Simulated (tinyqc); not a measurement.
What moves the populations: electrons shared among three sets of ellipsoidal valleys.

F_j(eta) = (1/Gamma(j + 1)) integral_0^infinity x^j dx/(1 + exp(x - eta)), which tends to exp(eta) for eta << 0.

Sets X, L, Gamma: N_i = M_i times N = 2 (m kB T/(4 pi c))^(3/2) with c = hbar^2/2m0, in 1/angstrom^3; times 1e24 for 1/cm^3, m = (ml mt^2)^(1/3); n = sum_i N_i F_1/2((EF - dE_i)/kT), energies from the edge of the first set; mu_drift = sum of share times mobility.

Constants: hbar^2/2m0 = 3.80998211 eV angstrom^2; kB = 8.617333262e-05 eV/K.

Values chosen for the exercise (masses and offsets near those of GaP; mobilities are free inputs, held fixed; shifted at random, so the results belong to these values and not to a real crystal):
- dE = (0, 0.358, 0.468) eV (edges of X, L, Gamma above the first)
- M = (3, 4, 1) (valleys in each set)
- ml = (1.916, 1.251, 0.125) m0 (longitudinal masses of X, L, Gamma)
- mt = (0.2574, 0.1542, 0.125) m0 (transverse masses)
- mu = (210, 340, 1300) cm^2/(V s) (mobility of each set)
- n = 3.1e+19 1/cm^3 (total electron density)
- T = 500 K

All else solved anew. Each row changes one parameter from the base and keeps the others.

Results:
```
case                              EF (eV)  share X  share L  share Gamma  mu_drift (cm^2/(V s))
base                              -0.0187   0.9998   0.0002       0.0000                    210
T = 550 K                         -0.0285   0.9996   0.0004       0.0000                    210
n = 9.3e+19 1/cm^3                 0.0446   0.9997   0.0003       0.0000                    210
dE = (0, 0.2864, 0.468) eV        -0.0187   0.9990   0.0010       0.0000                    210
mt = (0.2574, 0.185, 0.125) m0    -0.0187   0.9998   0.0002       0.0000                    210
ml = (1.916, 1.5012, 0.125) m0    -0.0187   0.9998   0.0002       0.0000                    210
mu = (252, 340, 1300) cm^2/(V s)  -0.0187   0.9998   0.0002       0.0000                    252
```

The largest shifts from the base row, up to three for each result and ties (the steps differ in size, so this ranks the rows, not the parameters). EF (eV): n +0.0632, T -0.0098; unchanged at the printed digits by dE, mt, ml and mu. share X: dE -0.0008, T -0.0002, n -0.0001; unchanged at the printed digits by mt, ml and mu. share L: dE +0.0008, T +0.0002, n +0.0001; unchanged at the printed digits by mt, ml and mu. share Gamma: unchanged at the printed digits by T, n, dE, mt, ml and mu. mu_drift (cm^2/(V s)): mu +42; unchanged at the printed digits by T, n, dE, mt and ml.

(tinyqc, `OMP_NUM_THREADS=1 python tinyqc.py 1651358 1651359 out.jsonl`, Intel(R) Xeon(R) Processor @ 2.30GHz, 1 thread, shared host, about 0.01 s.)
